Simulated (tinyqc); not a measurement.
# From kappa with point defects back to disorder parameter Gamma

Model: estimate of lattice thermal conductivity from elastic moduli (Slack, Klemens and Cahill formulas). Computed by tinyqc, a small Python program. Command: `OMP_NUM_THREADS=1 python tinyqc.py 3025652 3025653 out.jsonl slack inv`. One thread of a shared host (Intel(R) Xeon(R) Processor @ 2.30GHz), about 0.01 s of CPU time with the checks.

An isotropic solid.

Inputs (values chosen for the exercise, for a model crystal):
```
quantity                              value        unit
bulk modulus B                         49.8         GPa
shear modulus G                        37.8         GPa
volume per atom V                      26.9  angstrom^3
mean atomic mass M                      133           u
atoms per primitive cell n                4           -
volume expansion coefficient alpha_V   26.2       ppm/K
temperature T                           400           K
grain size d                            110          nm
```

Grueneisen parameter: from thermal expansion.

Constants: u = 1.6605390666e-27 kg; hbar = 1.054571817e-34 J s; k_B = 1.380649e-23 J/K; h = 6.62607015e-34 J s.

Method:
- rho = M/V; vL = sqrt((B + 4G/3)/rho), vT = sqrt(G/rho); v_m = [(vL^-3 + 2 vT^-3)/3]^(-1/3); Poisson ratio sigma = (3B - 2G)/(6B + 2G); Theta = hbar v_m (6 pi^2/V)^(1/3)/k_B.
- gamma = alpha_V B V/(3 k_B), with the classical heat capacity 3 k_B per atom.
- Slack, an estimate for T near or above Theta_a: kappa = A M Theta_a^3 delta n^(1/3)/(gamma^2 T) in W/(m K), with M in u, delta = V^(1/3) in angstrom, Theta_a = Theta n^(-1/3) and A = 2.43e-6/(1 - 0.514/gamma + 0.228/gamma^2).
- High-temperature forms with the classical heat capacity. Klemens: kappa/kappa_0 = arctan(u)/u, u^2 = pi^2 Theta V Gamma kappa_0/(h v_m^2). Grains: 1/kappa_poly = 1/kappa + 1/(C v_m d/3), C = 3 k_B/(n V), the acoustic branches alone.

Question. A run gave the result below. Find the disorder parameter Gamma, known to lie between 0.051 and 0.15.

kappa with point defects = 5.724776 W/(m K)

Answer.

Each step takes the trial c = (a f_b - b f_a)/(f_b - f_a), f being the result less the target and a, b, c the logarithms of the listed values; c replaces end b, the old b replaces a if the sign of f changed, and otherwise f_a is halved.

Scan of the range:
```
disorder parameter Gamma  kappa with point defects (W/(m K))
0.0510                                               7.25148
0.0610                                               6.71802
0.0731                                               6.21122
0.0875                                               5.73923
0.1050                                               5.29190
0.1250                                               4.89255
0.1500                                               4.50346
```

False position (Illinois rule, in the logarithm of the input) inside the bracket:
```
step      end a     end b      trial  kappa with point defects (W/(m K))
1     0.0875000  0.105000  0.0880169                             5.72429
2     0.0875000  0.088017  0.0879842                             5.72523
3     0.0880169  0.087984  0.0880000                             5.72478
4     0.0879842  0.088000  0.0880000                             5.72478
```

Kappa with point defects falls at every point of a 13-point scan of the range (every second point is shown), so one value fits; it is bracketed by 0.0875 and 0.105. Answer: disorder parameter Gamma = 0.08800.
